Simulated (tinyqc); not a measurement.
Inside a calculation: three-level Kane dispersion of a narrow-gap semiconductor. Values are carried at full precision from step to step, so a last printed digit may differ when a step is redone from the rounded ones.

Zero of energy at Gamma8, c = hbar^2/2m0, P^2 = Ep c. The free-electron term and remote bands are left out, so the heavy holes are flat at E = 0 and the other three bands obey E (E - Eg)(E + Dso) = P^2 k^2 (E + 2 Dso/3). The conduction band is the highest root; its edge is Ec = max(Eg, 0).

Constants: hbar^2/2m0 = 3.80998211 eV angstrom^2; hbar = 6.58211957e-16 eV s; e^2/(4 pi eps0) = 14.39964547 eV angstrom; muB = 5.788381798e-05 eV/T.

Inputs chosen for the exercise (near those of GaSb; the results hold for these values, not for the real material):

| symbol | value | unit | meaning |
|---|---|---|---|
| Eg | 0.794 | eV | E(Gamma6) - E(Gamma8) |
| Dso | 0.78 | eV | spin-orbit splitting |
| Ep | 28 | eV | Kane energy |
| k | 0.014 | 1/angstrom | wave vector |
| n | 1.5e+18 | cm^-3 | electron density |
| eps | 14.4 |  | high-frequency dielectric constant |
| B | 4.1 | T | magnetic field |

## The three bands at one k

Expand the equation into E^3 + a2 E^2 + a1 E + a0 = 0 and give its roots; compare with the two-level form (Dso to infinity) E = Eg/2 +/- sqrt(Eg^2/4 + (2/3) P^2 k^2).

P^2 k^2 = 0.020909 eV^2

a2, a1, a0: -0.014000  -0.640229  -0.010873

roots (eV): -0.7845  -0.0170  0.8155

two-level form (eV): -0.0172  0.8112

The two-level form misses the highest root by -4.3 meV. The order is normal: Gamma6 forms the conduction band.

## Mass at the edge and limiting velocity

m0* = Eg (Eg + Dso)/(Ep (Eg + 2 Dso/3)). In the two-level form the velocity tends to v = sqrt(2/3) P/hbar, and |Eg| = 2 m v^2 with m = 3 |Eg|/(2 Ep), as for a relativistic particle. 1 angstrom = 1e-10 m.

m0* = 0.03397 m0
P = 10.3286 eV angstrom
v = 1.281e+06 m/s
k at which the linear part sets in, |Eg|/(2 hbar v) = 0.04708 1/angstrom

## Fermi level and mass at a given density

Degenerate electrons at T = 0: kF = (3 pi^2 n)^(1/3), 1 cm^-3 = 1e-24 angstrom^-3; EF is the highest root at kF. The momentum (cyclotron, optical) mass is m(E) = hbar^2 k/(dE/dk) = c d(k^2)/dE with d(k^2)/dE = k^2 [1/E + 1/(E - Eg) + 1/(E + Dso) - 1/(E + 2 Dso/3)]; the density of states is k d(k^2)/dE/(2 pi^2).

Edge mass m0* = Eg (Eg + Dso)/(Ep (Eg + 2 Dso/3)).

Compare EF - Ec with the parabolic value c kF^2/m0*.

kF = 0.03541 1/angstrom
EF - Ec = 0.1235 eV
parabolic value = 0.1407 eV
m(EF) = 0.04339 m0
m(EF)/m0* = 1.277
density of states at EF = 2.043e+19 1/(eV cm^3)

The parabola overstates EF - Ec by a factor of 1.14; (EF - Ec)/|Eg| = 0.16, and the two-level rule 1 + 2 (EF - Ec)/|Eg| = 1.311 estimates the mass ratio. Side valleys about 0.1 eV up, left out here, start to fill at about this Fermi level.

## Plasma and cyclotron energies

hbar wp = sqrt(8 pi c (e^2/4 pi eps0) n/(eps m)), hbar wc = 2 muB B/m (classical limit), with m = m(EF) and, for comparison, the edge mass; n in angstrom^-3.

hbar wp with m(EF), with m0* (meV): 57.53  65.03

hbar wc with m(EF), with m0* (meV): 10.94  13.97

EF - Ec = 123.5 meV is 11 times hbar wc, so the classical value applies.

## Checks

- Roots of the cubic against the 8 x 8 Kane matrix without remote terms: they agree to 1e-10 or better.
- m(E) near the edge against m0*: both 0.03397.

tinyqc: `OMP_NUM_THREADS=1 python tinyqc.py 1051223 1051224 out.jsonl`; about 0.01 s, one thread, shared Intel(R) Xeon(R) Processor @ 2.30GHz.
